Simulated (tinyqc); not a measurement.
Inside a calculation. Model: ballistic Schottky-barrier transistor with a two-dimensional channel, WKB contacts.

Computed by the program tinyqc: `OMP_NUM_THREADS=1 python tinyqc.py 2390116 2390117 out.jsonl`, one thread of a shared Intel Xeon 2.30GHz, about 0.4 s for the whole run. Printed values are rounded.

Source Fermi level 0, drain Fermi level -Vd. Far from the contacts Ec = pn - psi, and the gate moves psi one to one; the band edges relax as exp(-x/lam) from pn at the source and pn - Vd at the drain; Ev = Ec - Eg. A carrier of energy w inside the channel band meets at a contact a barrier of height D (the contact edge beyond the channel edge): T = 1 for w >= D, else exp(-S), S = 4 lam sqrt(m/C) [sqrt(D - w) - sqrt(w) arctan sqrt((D - w)/w)], C = hbar^2/(2 m0). The two contacts combine as Ts Td/(Ts + Td - Ts Td).

Inputs (values chosen for the exercise); channel values close to those of a molybdenum disulphide layer:
- T = 300 K (temperature)
- Eg = 1.7 eV (band gap)
- pn = 0.32 eV (barrier for electrons at both contacts)
- mn = 0.5 m0 (electron mass)
- mp = 0.62 m0 (hole mass)
- g = 2 (valleys or subbands)
- lam = 1.9 nm (screening length at the contacts)
- Vd = 0.1 V (drain bias)
- ps = 0.22 V (band shift psi of the channel by the gate)
- w0 = 0.18 eV (energy of one carrier inside the channel band)
- wm = 0.4 eV (upper end of the grid)
- nE = 17 (points of the grid)

Constants: q = 1.602176634e-19 C, kB = 1.380649e-23 J/K, hbar = 1.054571817e-34 J s, h = 6.62607015e-34 J s, m0 = 9.1093837015e-31 kg, Vt = kB T/q, hbar^2/(2 m0) = 0.0380998212 eV nm^2. Results are converted to the units shown.

Range of the model: No scattering, image-force lowering, channel charge or band-to-band tunnelling; parabolic kappa overstates S deep in the gap.

## Band edges and barriers

Electrons: Ds = psi, Dd = psi - Vd, Es = Ec, Ed = Ec + Vd. Holes: Ds = -psi, Dd = Vd - psi, Es = -Ev, Ed = -Ev - Vd. The size of each current is taken; both flow from drain to source and add.

Ec = 0.1 eV
Ev = -1.6 eV
D for electrons (eV): source 0.2200000, drain 0.1200000
D for holes (eV): source -0.2200000, drain -0.1200000

A negative D is no barrier. Here the electrons carry the larger current.

## Transmission of one of the electrons

S and T at both contacts for w = w0, and the tunnelling distance lam ln(D/w) at the higher barrier.

S at the source = 0.3608656
S at the drain = 0
combined T = 0.6970727
tunnelling distance = 0.3812743 nm

## Current of the electrons on a coarse grid

I/W = g (2 q^2/h) int T(w) [N(Es + w) - N(Ed + w)] dw with w the energy of motion along the channel, N(y) = (1/2 pi) sqrt(pi m kB T/C) Fm(-y/kB T), Fm(x) = (1/sqrt(pi)) int_0^infinity u^(-1/2)/(1 + exp(u - x)) du. Electrons: Ds = psi, Dd = psi - Vd, Es = Ec, Ed = Ec + Vd. Holes: Ds = -psi, Dd = Vd - psi, Es = -Ev, Ed = -Ev - Vd. The size of each current is taken; both flow from drain to source and add. Simpson's rule on nE equally spaced w from 0 to wm.

```
point     w (eV)           Ts           Td            T  size of the supply difference (1/um)
0      0.0000000  2.464224e-6  7.210763e-5  2.382799e-6                              3.311910
1      0.0250000  0.001095446   0.02444580  0.001049563                              1.270881
2      0.0500000  0.008732932    0.1446171  0.008304000                             0.4849081
3      0.0750000   0.03539279    0.4184683   0.03373362                             0.1846136
4      0.1000000   0.09994929    0.7927245   0.09740375                            0.07022719
5      0.1250000    0.2216629            1    0.2216629                            0.02670598
6      0.1500000    0.4091234            1    0.4091234                            0.01015452
7      0.1750000    0.6471288            1    0.6471288                           0.003860914
8      0.2000000    0.8846918            1    0.8846918                           0.001467957
9      0.2250000            1            1            1                           5.581276e-4
10     0.2500000            1            1            1                           2.122035e-4
11     0.2750000            1            1            1                           8.068102e-5
12     0.3000000            1            1            1                           3.067538e-5
13     0.3250000            1            1            1                           1.166295e-5
14     0.3500000            1            1            1                           4.434320e-6
15     0.3750000            1            1            1                           1.685953e-6
16     0.4000000            1            1            1                           6.410088e-7
```

current = 0.1287105 uA/um

A converged quadrature gives 0.1288 uA/um; this grid is 0.052 % below that. 2.11 % of it passes over both barriers, the rest tunnels. The other carrier adds 4.54e-23 uA/um.
